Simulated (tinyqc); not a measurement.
Pressure series at fixed power: global model of a low-pressure process discharge: electron temperature, density, ion flux and ion energy. Computed by tinyqc, a small Python program. Command: `OMP_NUM_THREADS=1 python tinyqc.py 3113634 3113635 out.jsonl plasma walk`. One thread of a shared host (Intel(R) Xeon(R) Processor @ 2.30GHz), about 0.01 s of CPU time with the checks.

Maxwellian electrons with temperature T_e in eV, one positive ion, no negative ions, uniform bulk density n; rate constants have the Arrhenius form.

Inputs (values chosen for the exercise, of the order of those of an inductive discharge in a simple atomic gas):
```
quantity                      value   unit
ion mass M                       32      u
ionisation prefactor K0     4.8e-14  m^3/s
ionisation energy E_iz         15.5     eV
excitation prefactor X0     3.7e-14  m^3/s
excitation energy E_ex         11.7     eV
elastic rate constant K_el  1.9e-13  m^3/s
ion-neutral cross section   1.2e-18    m^2
gas temperature T_g             400      K
radius R                         22     cm
height L                        5.9     cm
absorbed power P                500      W
```

Constants: k_B = 1.380649e-23 J/K; e = 1.602176634e-19 C; u = 1.6605390666e-27 kg; m_0 = 9.1093837015e-31 kg.

Method:
- n_g = p/(k_B T_g), lambda_i = 1/(n_g sigma), K_iz = K0 exp(-E_iz/T_e), h_L = 0.86/sqrt(3 + L/(2 lambda_i)), h_R = 0.8/sqrt(4 + R/lambda_i), A_eff = 2 pi R^2 h_L + 2 pi R L h_R and d_eff = pi R^2 L/A_eff follow p.
- Particle balance: K0 exp(-E_iz/T_e) n_g d_eff = u_B, u_B = sqrt(e T_e/M).
- E_c = E_iz + (X0 exp(-E_ex/T_e) E_ex + K_el (3 m_0/M) T_e)/K_iz; E_T = E_c + (5/2) T_e + (T_e/2) ln(M/(2 pi m_0)); n = P/(e u_B A_eff E_T); J = e h_L n u_B. Pressures without a root below 2 E_iz are left out.

Against pressure:
```
p (Pa)  T_e (eV)  E_c (eV)  E_T (eV)  n (1/cm^3)  J (mA/cm^2)
0.1       6.4326     31.80     77.26  5.7655e+10       1.8335
0.2       4.6004     36.13     68.64  8.4709e+10       2.1007
0.5       3.3317     43.79     67.33  1.2462e+11       2.1847
1.0       2.7375     51.80     71.15  1.6186e+11       2.0888
2.0       2.3114     62.56     78.90  2.0725e+11       1.8954
5.0       1.9089     82.83     96.32  2.7926e+11       1.5593
10.0      1.6845    104.97    116.88  3.3949e+11       1.2869
20.0      1.5068    136.80    147.45  3.9816e+11       1.0209
```

What follows from these numbers?

T_e falls from 6.43 to 1.51 eV, n changes by a factor 6.9 and J by 0.56; in J = P h_L/(A_eff E_T), E_T changes by a factor 1.91 and is least at 0.5 Pa, between wall losses at high T_e and excitation losses at low T_e.

Extremes, crossings and ranges named in words are read from the listed rows.
